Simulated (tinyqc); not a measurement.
What moves the results: band gaps under pressure and temperature from deformation potentials. A value that a table varies takes the place of the one given here.

Murnaghan: V/V0 = (1 + Bp P/B0)^(-1/Bp), B0 = (C11 + 2 C12)/3. Each gap moves by a ln(V/V0) with its volume potential a, and falls with temperature by aV T^2/(T + bV) (Varshni); the two effects are added. No change of phase is considered.

Constants: hc = 1239.841984 eV nm.

Parameters, chosen for this exercise (near those of GaP, the X and L potentials typical of such crystals; the results hold for these values, not for the real material): Eg = 2.901 eV (gap at Gamma to the s-like level at 0 K, 0 GPa); EgX = 2.367 eV (gap to X at 0 K, 0 GPa); EgL = 2.722 eV (gap to L at 0 K, 0 GPa); C11 = 139.3 GPa; C12 = 62.4 GPa; Bp = 4.75 (pressure derivative of the bulk modulus); aG = -9.78 eV (volume potential of the Gamma gap); aX = 1.73 eV (volume potential of the X gap); aL = -2.99 eV (volume potential of the L gap); aV = (0.579, 0.574, 0.591) meV/K (Varshni alpha of Gamma, X, L); bV = (355, 371, 358) K (Varshni beta of Gamma, X, L); T = 300 K (temperature); P = 4.7 GPa (pressure).

## Gaps against pressure

The last column is the linear form E0 + c1 P for Gamma, c1 = -aG/B0.

Gaps (eV):
```
P (GPa)  ln(V/V0)  Gamma      X      L  lowest  Gamma, linear
0.00       0.0000  2.821  2.290  2.641       X          2.821
1.25      -0.0137  2.956  2.266  2.682       X          2.960
2.50      -0.0266  3.082  2.244  2.721       X          3.099
3.75      -0.0388  3.201  2.223  2.757       X          3.238
5.00      -0.0503  3.313  2.203  2.792       X          3.377
6.25      -0.0612  3.420  2.184  2.824       X          3.516
7.50      -0.0715  3.521  2.166  2.855       X          3.655
8.75      -0.0814  3.618  2.149  2.885       X          3.794
10.00     -0.0908  3.710  2.133  2.913       X          3.932
```

Over 10 GPa Gamma moves by +0.888, L by +0.272 and X by -0.157 eV. X stays lowest. The linear form overshoots by 223 meV at the end, because the crystal stiffens; the gap is linear in ln V, not in P.

## Gaps against temperature

At the pressure P; wavelength hc/E of the lowest gap.

Gaps (eV):
```
T (K)   Gamma       X       L  lowest  wavelength (nm)
0      3.3664  2.2847  2.8643       X            542.7
50     3.3628  2.2813  2.8607       X            543.5
100    3.3536  2.2725  2.8514       X            545.6
200    3.3246  2.2445  2.8219       X            552.4
300    3.2868  2.2077  2.7834       X            561.6
400    3.2437  2.1656  2.7395       X            572.5
500    3.1971  2.1199  2.6921       X            584.9
600    3.1481  2.0719  2.6422       X            598.4
```

From 0 to 100 K the Gamma gap falls by 12.7 meV, from 500 to 600 K by 49.0 meV: quadratic below bV, linear with a slope tending to aV = 0.579 meV/K above. X stays lowest. A pressure of 0.72 GPa, with the slope -aG/B0 at zero pressure, would undo the fall of the Gamma gap from 0 to 300 K.

## What each parameter does

Gaps at P and T. Each row changes one parameter from the base and keeps the others.

Results:
```
case              Gamma (eV)  X (eV)  L (eV)
base                  3.2868  2.2077  2.7834
T = 350 K             3.2658  2.1872  2.7620
C11 = 125.37 GPa      3.3099  2.2036  2.7905
C12 = 68.64 GPa       3.2679  2.2110  2.7777
Bp = 4.275            3.2918  2.2068  2.7850
aG = -10.758 eV       3.3333  2.2077  2.7834
aX = 1.557 eV         3.2868  2.2159  2.7834
aL = -2.691 eV        3.2868  2.2077  2.7692
P = 5.17 GPa          3.3280  2.2004  2.7960
```

The largest shifts from the base row, up to three for each result and ties (the steps differ in size, so this ranks the rows, not the parameters). Gamma (eV): aG +0.0465, P +0.0412, C11 +0.0231; unchanged at the printed digits by aX and aL. X (eV): T -0.0205, aX +0.0082, P -0.0073; unchanged at the printed digits by aG and aL. L (eV): T -0.0214, aL -0.0142, P +0.0126; unchanged at the printed digits by aG and aX.

tinyqc: `OMP_NUM_THREADS=1 python tinyqc.py 1080652 1080653 out.jsonl`; about 0.01 s, one thread, shared Intel(R) Xeon(R) Processor @ 2.30GHz.
